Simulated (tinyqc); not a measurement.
Equilibrium and kinetic segregation of a solute to boundaries and growing surfaces. From one set of inputs to another, one input at a time. Computed by tinyqc, a small Python program. Command: `OMP_NUM_THREADS=1 python tinyqc.py 3024606 3024607 out.jsonl segreg ladder`. One thread of a shared host (Intel(R) Xeon(R) Processor @ 2.30GHz), about 0.01 s of CPU time with the checks.

The inputs printed are set A. Inputs not listed in the table keep their values of set A, so the rows need not describe a real material.

Inputs (values chosen for the exercise, for a model alloy): segregation energy Q = 0.191 eV; total solute fraction x0 = 0.0002; temperature T = 900 K; grain size d = 88 nm; boundary thickness delta = 0.31 nm; atomic volume Omega = 15.5 angstrom^3; clean boundary energy gamma_0 = 0.87 J/m^2; exchange barrier E_b = 1.75 eV; surface segregation energy E_s = 0.24 eV; growth temperature T_g = 550 K; growth rate = 0.12 monolayers/s.

Isotherm: Langmuir-McLean.

Constants: k_B = 8.617333262e-05 eV/K; 1 eV/angstrom^2 = 16.02176634 J/m^2.

Method:
- With theta the solute fraction on boundary sites and x that in the grains, theta/(1 - theta) = [x/(1 - x)] exp[Q/(k_B T)].
- Finite grains: boundary sites are the fraction f = 3 delta/d, and x0 = (1 - f) x + f theta; solve both equations for theta; share at boundaries = f theta/x0.
- Gibbs adsorption for this isotherm in a dilute matrix: gamma = gamma_0 + Gam_0 [k_B T ln(1 - theta)], Gam_0 = delta/Omega sites per area.
- Two-state exchange during growth, dilute: jump up r_u = nu exp(-E_b/(k_B T_g)), jump back r_d = r_u exp(-E_s/(k_B T_g)), nu = 1e13 1/s. In the time 1/R of one monolayer the share carried up is p = [r_u/(r_u + r_d)] [1 - exp(-(r_u + r_d)/R)]; the tail decays as p^n, length -1/ln p monolayers; the equilibrium limit has p = r_u/(r_u + r_d).

Each row keeps all changes above it:
```
input moved                           from     to  share of solute at boundaries (%)  boundary energy gamma (J/m^2)  decay length (monolayers)
set A                                    -      -                             11.121                        0.86948                 2.0519e-01
temperature T (K)                      900    800                             14.538                        0.86939                 2.0519e-01
surface segregation energy E_s (eV)   0.24    0.4                             14.538                        0.86939                 2.0519e-01
growth rate (monolayers/s)            0.12    1.6                             14.538                        0.86939                 1.3405e-01
exchange barrier E_b (eV)             1.75   1.64                             14.538                        0.86939                 1.9448e-01
boundary thickness delta (nm)         0.31   0.68                             27.437                        0.86885                 1.9448e-01
growth temperature T_g (K)             550    880                             27.437                        0.86885                 1.9585e+02
segregation energy Q (eV)            0.191  0.422                             91.471                        0.86616                 1.9585e+02
```

Share of solute at boundaries goes from 11.1 to 91.5, a factor 8.23 in all. The largest single move comes from segregation energy Q (a factor 3.33). Boundary energy gamma goes from 0.869 to 0.866, a factor 0.9962 in all. The largest single move comes from segregation energy Q (a factor 0.9969). Decay length goes from 0.205 to 196, a factor 954 in all. The largest single move comes from growth temperature T_g (a factor 1010). The single moves hold for this order of the switches; the total does not depend on the order.

Extremes, crossings and ranges named in words are read from the listed rows.
